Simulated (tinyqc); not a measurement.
Worked calculation: q-state Potts model on a small periodic square lattice: enumeration, Metropolis, heat-bath and Wolff steps. Computed by tinyqc, a small Python program that keeps every step. Command: `OMP_NUM_THREADS=1 python tinyqc.py 3112171 3112172 out.jsonl potts walk`. One thread of a shared host (Intel(R) Xeon(R) Processor @ 2.30GHz), about 0.07 s of CPU time with the checks. Intermediate numbers are printed to about 6 digits and carried at full precision; extremes and crossings named in words are read from the listed rows.

E = -J x (number of nearest-neighbour bonds with equal states); n x n sites with periodic edges have 2 n^2 bonds. Order parameter m = (q f - 1)/(q - 1), f being the largest share of one state. Sites are numbered row by row from 0. Here q = 2 and n = 4.

Inputs (values chosen for the exercise, for a model of domains or grain orientations):
```
quantity             value  unit
number of states q       2     -
edge n                   4     -
coupling J              65   meV
temperature T         1370     K
seed                851567     -
```

Update: Metropolis.

Constants: k_B = 8.617333262e-05 eV/K.

## Scales

K = J/(k_B T); the infinite square lattice orders at K_c = ln(1 + sqrt(q)); Wolff bond probability p = 1 - exp(-K).

K = 0.550579

K_c = 0.881374

T_c of the infinite lattice = 855.816 K

p = 0.423384

## Density of states

All q^(n^2) states are counted by their number b of equal bonds; weights g(b) exp(K b), K = J/(k_B T). Per site: u = -J <b>/n^2, c/k_B = K^2 (<b^2> - <b>^2)/n^2.

States by number of equal bonds:
```
b    g(b)  probability
0       2  1.14137e-09
4      32  1.65196e-07
6      64  9.93703e-07
8     424  1.98002e-05
10   1728  2.42703e-04
12   6688  2.82523e-03
14  13568  1.72386e-02
16  20524  7.84285e-02
18  13568  1.55939e-01
20   6688  2.31187e-01
22   1728  1.79654e-01
24    424  1.32583e-01
26     64  6.01905e-02
28     32  9.05159e-02
32      2  5.11752e-02
```

The most probable level has b = 20 of 32 bonds.

## Exact averages

ln Z = ln sum g(b) exp(K b); entropy per site s/k_B = (ln Z - K <b>)/n^2.

<b> = 21.8347

energy u = -88.7035 meV/site

heat capacity c = 0.331751 k_B/site

entropy s = 0.578903 k_B/site

## Order parameter

The same sums with m: <m> and the Binder ratio U = 1 - <m^4>/(3 <m^2>^2).

<m> = 0.466473

Binder ratio U = 0.357786

## Eight single-site steps

start states:
```
   1  2  3  4
1  1  1  1  0
2  0  0  0  1
3  1  1  0  1
4  0  1  0  0
```

random numbers, one row a step:
```
        1       2       3
1  0.3418  0.1032  0.4051
2  0.4001  0.7113  0.0164
3  0.1973  0.2102  0.9578
4  0.0835  0.6338  0.2991
5  0.8072  0.0606  0.4526
6  0.2698  0.8840  0.7744
7  0.9912  0.1153  0.5944
8  0.3768  0.1017  0.9509
```

Site = floor(r1 n^2). Trial state = (old + 1 + floor(r2 (q - 1))) mod q; it is accepted if r3 < min(1, exp(K db)), db the change in equal bonds.

Steps:
```
site  old  trial  db  acceptance  new
5       0      1   0     1.00000    1
6       0      1   2     1.00000    1
3       0      1   2     1.00000    1
1       1      0  -4     0.11055    1
12      0      1   2     1.00000    1
4       0      1   4     1.00000    1
15      0      1   2     1.00000    1
6       1      0  -2     0.33249    1
```

states afterwards:
```
   1  2  3  4
1  1  1  1  1
2  1  1  1  1
3  1  1  0  1
4  1  1  0  1
```

## A longer run and its error bar

After 400 updates are discarded, b is recorded for 4000 sweeps of n^2 steps of the update named (random numbers not printed, so these rows are one sample). Records are averaged in blocks; the error is the scatter of block means over sqrt(number of blocks), and the last column its square over that for single records.

Blocking:
```
block length  mean b     error  variance ratio
1             21.922  0.066359         1.00000
4             21.922  0.094929         2.04639
16            21.922  0.110909         2.79338
40            21.922  0.109264         2.71110
100           21.922  0.099126         2.23138
```

The run gives 21.922 +/- 0.109 (blocks of 40) against the exact 21.835, a difference of 0.8 error bars. Single records understate the error by a factor of about 1.6, because successive records are correlated.

## Across the transition

m and U = 1 - <m^4>/(3 <m^2>^2) from the same sums; K = K_c T_c/T.

Exact values for this lattice:
```
T/T_c  share of equal bonds  c (k_B/site)       <m>         U
0.50               0.998096      0.049733  0.998025  0.666346
0.70               0.982613      0.257717  0.979991  0.662522
0.85               0.949069      0.542833  0.934116  0.649669
0.95               0.912851      0.724170  0.878627  0.630708
1.00               0.891406      0.783267  0.843860  0.617199
1.10               0.845571      0.812995  0.766091  0.582212
1.25               0.780698      0.689498  0.650048  0.515272
1.50               0.703505      0.412026  0.506238  0.398517
2.00               0.629987      0.159952  0.370450  0.243740
3.00               0.578355      0.052672  0.286015  0.134840
```

c is largest, 0.81 k_B, at T/T_c = 1.1: on so small a lattice the transition is a broad bump. At T_c the infinite lattice has a share (1 + 1/sqrt(q))/2 = 0.854 of equal bonds, against 0.891 here. <m> stays at 0.29 at 3 T_c, since the largest share among 16 sites always exceeds 1/q on average.

Checks made by the program: number of states (relative difference below 1e-10).
